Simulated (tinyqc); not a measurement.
Counting rate against photon rate.

True rate n = nph PDP (dark counts neglected); measured n/(1 + n td) for a non-paralysable detector, n exp(-n td) for a paralysable one.

Parameters, values chosen for the exercise: dead time td = 5 ns.

PDP = 0.409

Counting rate against photon rate:
```
nph (1/s)     n td  non-paralysable (1/s)  paralysable (1/s)
4.9e6      0.01002                1.984e6            1.984e6
1.1e7      0.02250                4.400e6            4.399e6
2.6e7      0.05317                1.010e7            1.008e7
6e7         0.1227                2.186e7            2.171e7
1.4e8       0.2863                4.452e7            4.300e7
3.2e8       0.6544                7.911e7            6.803e7
7.4e8        1.513                1.204e8            6.664e7
1.7e9        3.477                1.553e8            2.150e7
3.9e9        7.976                1.777e8            5.484e5
```

The non-paralysable rate climbs towards 1/td = 2.00e8 1/s and reaches 0.889 of it. The paralysable rate goes from 1.98e6 through a maximum of 6.80e7 (at nph = 3.2e8 1/s among the rows listed) to 5.48e5 1/s; its true maximum, 1/(e td) = 7.36e7 1/s, lies at n td = 1, so a measured rate below that has two possible causes.

Program tinyqc, `OMP_NUM_THREADS=1 python tinyqc.py 2630035 2630036 out.jsonl`; Intel Xeon 2.30GHz, shared host, one thread, about 0.01 s.
